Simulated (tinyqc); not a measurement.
Pair of shallow donors (hydrogen-like orbitals): one step. One electron on two donors. Five cases, with inputs chosen for the exercise.

Question. Give both levels, the splitting D = |E(-) - E(+)| and the tunnelling frequency D/(2 pi hbar).

Each donor has the orbital exp(-r/a); energy unit Ha* = q/(eps a), q = e^2/(4 pi eps0), so that a lone donor is bound by Ha*/2; x = R/a. One electron: S = (1 + x + x^2/3) exp(-x), j = 1/x - (1 + 1/x) exp(-2x), k = (1 + x) exp(-x); levels E(+/-) = -1/2 - (j +/- k)/(1 +/- S) in Ha*, without the repulsion of the ions, split by D = |E(-) - E(+)|. In six valleys the overlaps S and k are multiplied by v = [cos(K Rx) + cos(K Ry) + cos(K Rz)]/3, K = k0 (2 pi/a_lat), for isotropic envelopes and the symmetric valley state.

Constants: hbar = 6.58211957e-16 eV s.

Case 1.

Ha* = 71.96225 meV
x = 6.841908
v = 0.515301

Case 2.

Ha* = 75.97154 meV
x = 3.352469
v = 0.349648

Case 3.

Ha* = 76.92118 meV
x = 3.655854
v = -0.276548

Case 4.

Ha* = 75.23326 meV
x = 4.476945
v = 0.332228

Case 5.

Ha* = 64.44524 meV
x = 2.478385
v = 0.177626

Give: E(+), E(-); D; frequency.

Answer.

Case 1.

E(+), E(-) (meV): -46.672  -46.322

D = 0.3498 meV
frequency = 84.58 GHz

The second ion deepens the mean level by 10.52 meV, against Ha*/x = 10.52 meV for a point charge. Without the valley factor D would be 0.679 meV; v is positive, so the even combination lies lower.

Case 2.

E(+), E(-) (meV): -62.175  -58.515

D = 3.661 meV
frequency = 885.2 GHz

The second ion deepens the mean level by 22.36 meV, against Ha*/x = 22.66 meV for a point charge. Without the valley factor D would be 11.3 meV; v is positive, so the even combination lies lower.

Case 3.

E(+), E(-) (meV): -58.159  -60.556

D = 2.397 meV
frequency = 579.7 GHz

The second ion deepens the mean level by 20.90 meV, against Ha*/x = 21.04 meV for a point charge. Without the valley factor D would be 9.14 meV; v is negative, so the odd combination lies lower.

Case 4.

E(+), E(-) (meV): -55.160  -53.586

D = 1.574 meV
frequency = 380.5 GHz

The second ion deepens the mean level by 16.76 meV, against Ha*/x = 16.80 meV for a point charge. Without the valley factor D would be 4.82 meV; v is positive, so the even combination lies lower.

Case 5.

E(+), E(-) (meV): -58.745  -56.225

D = 2.520 meV
frequency = 609.3 GHz

The second ion deepens the mean level by 25.26 meV, against Ha*/x = 26.00 meV for a point charge. Without the valley factor D would be 17.9 meV; v is positive, so the even combination lies lower.

Computed by tinyqc, one run a case: `OMP_NUM_THREADS=1 python tinyqc.py N N+1 out.jsonl` with N = 1251813, 1252310, 1252743, 1280760, 1280853; one thread of a shared Intel(R) Xeon(R) Processor @ 2.30GHz, about 0.01 s a run at most.
